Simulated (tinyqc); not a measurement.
p-type polysilicon, carrier trapping at grain boundaries: two steps of the calculation.

One-dimensional grains of size Lg, uniform ionised doping N, monovalent traps Qt at each boundary at a depth Et below (for electrons) or above (for holes) the band edge there, abrupt depletion of width W on each side of a boundary, Boltzmann statistics. xi is the distance from the band edge at the grain centre to the Fermi level. Trapped charge Qt/(1 + exp((xi + VB - Et)/Vt)) = 2 N W, barrier VB = q N W^2/(2 eps0 eps_r).

Values chosen for this exercise; values of the order met in polycrystalline silicon:
- T = 300 K (temperature)
- eps_r = 11.7 (relative permittivity)
- NB = 2.65e19 cm^-3 (valence-band density of states at T)
- Lg = 110 nm (grain size)
- Qt = 8.1e11 cm^-2 (trap density of a grain boundary)
- Et = 0.41 eV (depth of the trap level from the majority band edge at the boundary)
- N = 5.9e17 cm^-3 (doping)

Constants: q = 1.602176634e-19 C, kB = 1.380649e-23 J/K, Vt = kB T/q, eps0 = 8.8541878128e-14 F/cm where lengths are in cm. Results are converted to the units shown.

Task 1. New W. Partly depleted grain, xi = Vt ln(NB/N): f = 1/(1 + exp((xi + VB - Et)/Vt)), g = Qt f - 2 N W, g' = -2 Qt f (1 - f) VB/(W Vt) - 2 N, W(new) = W - g/g'.

W at the start = 5.5 nm

Find: VB; f; g; g'; W after iteration 1.

Result 1.

VB = 0.01380 V
f = 1.000
g = 1.610e11 cm^-2
g' = -1.180e11 cm^-2/nm
W after iteration 1 = 6.864 nm

Task 2. Depletion width, Fermi level and barrier. If the trap equation with xi = Vt ln(NB/N) has a root W < Lg/2, the grain is partly depleted; otherwise W = Lg/2 and the trap equation gives xi = Et - VB + Vt ln(Qt/(N Lg) - 1). N* = Qt/Lg.

Find: N*; W; xi; VB; share of traps filled.

Result 2.

N* = 7.3636e16 cm^-3
W = 6.8643 nm
xi = 0.098361 V
VB = 0.021498 V
share of traps filled = 0.99999

N is 8.01 N*, and the grain is partly depleted; VB = 0.832 Vt.

tinyqc, about 0.01 s, one thread, Intel Xeon 2.30GHz (shared host): `OMP_NUM_THREADS=1 python tinyqc.py 2830270 2830271 out.jsonl`
